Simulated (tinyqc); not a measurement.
Levels against anisotropy: donor in an ellipsoidal valley (Kohn-Luttinger variational method). Computed by tinyqc, a small Python program. Command: `OMP_NUM_THREADS=1 python tinyqc.py 3020984 3020985 out.jsonl kohnlutt walk`. One thread of a shared host (Intel(R) Xeon(R) Processor @ 2.30GHz), about 0.04 s of CPU time with the checks.

H = -(d^2/dx^2 + d^2/dy^2) - gamma d^2/dz^2 - 2/r in units built on m_t, with gamma = m_t/m_l and z along the valley axis. One valley; no valley-orbit or central-cell term.

Inputs (values chosen for the exercise, modelled on 3C-SiC): transverse mass m_t = 0.244 m_0; longitudinal mass m_l = 0.66 m_0; dielectric constant eps = 9.95.

Constants: Ry = 13.605693123 eV; a_0 = 0.529177210903 angstrom.

Method:
- Ry* = Ry m_t/eps^2, a* = a_0 eps/m_t, gamma = m_t/m_l.
- Trial function exp(-sqrt((x^2 + y^2)/a^2 + z^2/b^2)) with beta = b/a < 1: E = t/a^2 - u/a, t = (2 + gamma/beta^2)/3, u = 2 arcsin(sqrt(1 - beta^2))/sqrt(1 - beta^2); the best a is 2 t/u and E(beta) = -u^2/(4 t).
- The trial energy is minimised over beta by golden section from 0.05 to 0.999, 60 steps.
- Gaussian basis: g = P exp(-al (x^2 + y^2) - be z^2) with P = 1 (s-like), z (2p0) or x (2p+-); al = 0.004 x 2.6^k, k = 0..11, and be/al = 1, gamma^(-1/2) or 1/gamma (36 functions); 1/r = (2/sqrt(pi)) int exp(-t^2 r^2) dt by 48 Gauss-Legendre points after t = sqrt(al_i + al_j) tan(theta); overlap eigenvalues below 1e-10 are dropped.

gamma = 0.369697

Binding energies (Ry*):
```
gamma  1s, trial  1s, Gaussians      2p0     2p+-
0.092     1.8695         1.8758  0.81719  0.35024
0.180     1.6193         1.6220  0.61540  0.32657
0.370     1.3508         1.3514  0.43486  0.29696
0.520     1.2270         1.2272  0.36331  0.28158
0.550     1.2069         1.2071  0.35236  0.27897
0.720     1.1119         1.1120  0.30305  0.26616
0.910     1.0316         1.0316  0.26445  0.25469
```

What follows from these numbers?

As gamma falls from 0.91 to 0.092, 1s deepens from 1.032 to 1.876 Ry*, on the way from the hydrogen value 1 to the two-dimensional limit 4; 2p+- moves from 0.255 to 0.350 (limits 1/4 and 4/9), while 2p0 climbs from 0.264 to 0.817 and joins 1s as gamma tends to 0. Near gamma = 1 the trial function is almost exact and can pass the Gaussian basis, whose own error is about 3e-5 Ry*.

Extremes, crossings and ranges named in words are read from the listed rows.
